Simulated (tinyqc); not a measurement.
Switching kinetics of a ferroelectric film and the memory window of a ferroelectric gate stack: one step, computed by the program tinyqc. Command: `OMP_NUM_THREADS=1 python tinyqc.py 3000111 3000112 out.jsonl feswitch walk`. One thread of a shared host (Intel(R) Xeon(R) Processor @ 2.30GHz), about 0.01 s of CPU time with the checks.

Fields in MV/cm; 1 microcoulomb/cm^2 over eps_0 is 11.29409 MV/cm. In the stack (metal, ferroelectric, interlayer, channel) the channel is taken as a conductor.

Problem. The hysteresis loop. Saturated branches: P(E) = P_s tanh[(E -/+ E_c)/(2 delta)], delta = E_c/ln[(1 + P_r/P_s)/(1 - P_r/P_s)]; D = P + eps_0 eps_F E.

Inputs (values chosen for the exercise, for a model hafnia-based film):

| quantity | value | unit |
|---|---|---|
| saturation polarisation P_s | 29 | microcoulomb/cm^2 |
| ratio P_r/P_s | 0.72 | - |
| coercive field E_c | 0.71 | MV/cm |
| permittivity of the ferroelectric eps_F | 43 | - |

Give: delta; P on both branches (microcoulomb/cm^2) at E/E_c = -3, -2, -1, -0.5, 0, 0.5, 1, 1.5, 2, 3; peak differential permittivity eps_F + P_s/(2 delta eps_0).

Solution.

delta = 0.3911 MV/cm

P on both branches (microcoulomb/cm^2) at E/E_c = -3, -2, -1, -0.5, 0, 0.5, 1, 1.5, 2, 3:

| E (MV/cm) | rising branch | falling branch |
|---|---|---|
| -2.130 | -28.96 | -27.50 |
| -1.420 | -28.75 | -20.88 |
| -0.710 | -27.50 | 0.00 |
| -0.355 | -25.43 | 12.33 |
| 0.000 | -20.88 | 20.88 |
| 0.355 | -12.33 | 25.43 |
| 0.710 | 0.00 | 27.50 |
| 1.065 | 12.33 | 28.39 |
| 1.420 | 20.88 | 28.75 |
| 2.130 | 27.50 | 28.96 |

peak differential permittivity eps_F + P_s/(2 delta eps_0) = 461.7
